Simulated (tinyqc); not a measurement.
Hubbard ring of 4 sites, step by step. Computed by tinyqc, a small Python program that keeps every step. Settings: hopping = 1.22, U = 6.6, mixing = 0.5, iteration cap = 70. Command: `OMP_NUM_THREADS=1 python tinyqc.py 27052 27053 out.jsonl` (the two numbers bound the seeds that draw the settings). One thread of a shared host (Intel(R) Xeon(R) Processor @ 2.60GHz), about 0.3 s of CPU time with the checks.

one-body matrix (hopping and site energies) (eV), lower triangle:
```
           1          2          3         4
1   0.000000
2  -1.220000   0.000000
3   0.000000  -1.220000   0.000000
4  -1.220000   0.000000  -1.220000  0.000000
```

U = 6.600000 eV

electrons, up and down: 1  1

n(up) at the start (a guess, not normalised): 1 0.250000, 2 0.250000, 3 0.250000, 4 0.250000

n(down) at the start (a guess): 1 0.250000, 2 0.250000, 3 0.250000, 4 0.250000

Each step fills the lowest levels of T + U n(other spin) and sets n(new) = n + mixing (n(out) - n); stop when output and input agree to 1e-8.

Course of the cycle:
```
iteration       E (eV)  largest |n(out) - n(in)|  mean |n_up - n_down|
1          -3.23000000                  3.33e-16              0.000000
```

Can the last value be used, and what does the course show?

No, though the log alone does not show it. Converged in 1 iterations. But random starts reach -3.34206 eV, so this is another stationary point, not the lowest one. Reruns (cap 100 unless said): mixing 0.2: converged in 1 to a higher stationary point (E = -3.23000); mixing 0.9: converged in 1 to a higher stationary point (E = -3.23000). Before convergence this energy mixes input and output and is not variational, so it may rise towards its limit.
